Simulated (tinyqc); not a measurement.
Space-charge-limited current through a thin insulating or semi-insulating film with traps. Changing the free density at the anode, in units of N_c. Computed by tinyqc, a small Python program. Command: `OMP_NUM_THREADS=1 python tinyqc.py 3018968 3018969 out.jsonl sclc sweep`. One thread of a shared host (Intel(R) Xeon(R) Processor @ 2.30GHz), about 0.01 s of CPU time with the checks.

One ohmic injecting contact at x = 0 (field zero), drift only, non-degenerate free carriers.

Inputs (values chosen for the exercise, modelled on HfO2): permittivity eps = 22; band mobility mu = 0.051 cm^2/(V s); effective density of states N_c = 1.1e+20 1/cm^3; trap density N_t = 1.7e+16 1/cm^3; equilibrium Fermi level below the band edge, E_0 = 0.56 eV; thickness d = 1000 nm; temperature T = 300 K; characteristic temperature T_c = 900 K.

Traps: exponential tail.

Constants: k_B = 8.617333262e-05 eV/K; e = 1.602176634e-19 C; eps_0 = 8.8541878128e-12 F/m.

Method:
- Free density n_0 = N_c exp(-E_0/k_B T) in equilibrium; trapped density n_t(n) = N_t (n/N_c)^(T/T_c) (the low-temperature form).
- theta = n/(n + n_t) at the anode density; trap-filled-limit voltage V_TFL = e (N_t - n_t(n_0)) d^2/(2 eps eps_0).
- J = e mu n F and (eps eps_0/e) dF/dx = n - n_0 + n_t(n) - n_t(n_0) = rho(n). With F = J/(e mu n): d = (eps eps_0 J/(e^2 mu)) I_1 and V = (eps eps_0 J^2/(e^3 mu^2)) I_2, I_k = int_(n_L)^infinity dn/(n^(k+1) rho(n)), n_L the density at the anode; with u = n_L/n, 200 Gauss-Legendre points in t, u = 1 - (1 - t)^2.
- Anode field J/(e mu n_L); Mott-Gurney current (9/8) eps eps_0 mu V^2/d^3; ohmic current e n_0 mu V/d.

One run for each value; columns: (1) free density at the anode, in units of N_c; (2) voltage V (V); (3) current density J (A/cm^2); (4) anode field over mean field V/d; (5) theta:
```
(1)              (2)         (3)     (4)      (5)
7.70e-10  3.6940e-03  3.8897e-08  1.5214  0.00541
6.00e-09  1.4418e-02  1.2929e-06  1.6628  0.02092
4.60e-08  3.9226e-02  2.7041e-05  1.6673  0.07670
3.60e-07  1.1971e-01  6.2625e-04  1.6168  0.24668
2.80e-06  5.0286e-01  1.9667e-02  1.5540  0.56245
2.20e-05  2.9980e+00  8.9973e-01  1.5177  0.83554
1.70e-04  2.1202e+01  4.8754e+01  1.5049  0.95205
1.30e-03  1.5820e+02  2.7752e+03  1.5013  0.98719
1.00e-02  1.2091e+03  1.6305e+05  1.5003  0.99668
```

What does the table show?

Over the rows, voltage V (V) rises from 0.00369 to 1210 (exponent d ln y / d ln x 0.66 between the first rows and 1.00 between the last); current density J (A/cm^2) rises from 3.89e-8 to 163000 (exponent d ln y / d ln x 1.7 between the first rows and 2.0 between the last); anode field over mean field V/d goes from 1.52 through a maximum among these rows, 1.67 at 4.60e-8, to 1.50.  Left out: 1.00e-10 (the anode density is below the equilibrium density).

Caution (rows 7.70e-10, 6.00e-9, 4.60e-8, 3.60e-7): V is below 10 k_B T/e, where diffusion from the contact, left out here, dominates. Caution (rows 0.00130, 0.0100): J V exceeds 1e5 W/cm^2, where self-heating, left out here, would matter. Caution (rows 0.0100): the mean field exceeds 3 MV/cm, where field-assisted emission from traps and breakdown set in.

Extremes, crossings and ranges named in words are read from the listed rows.
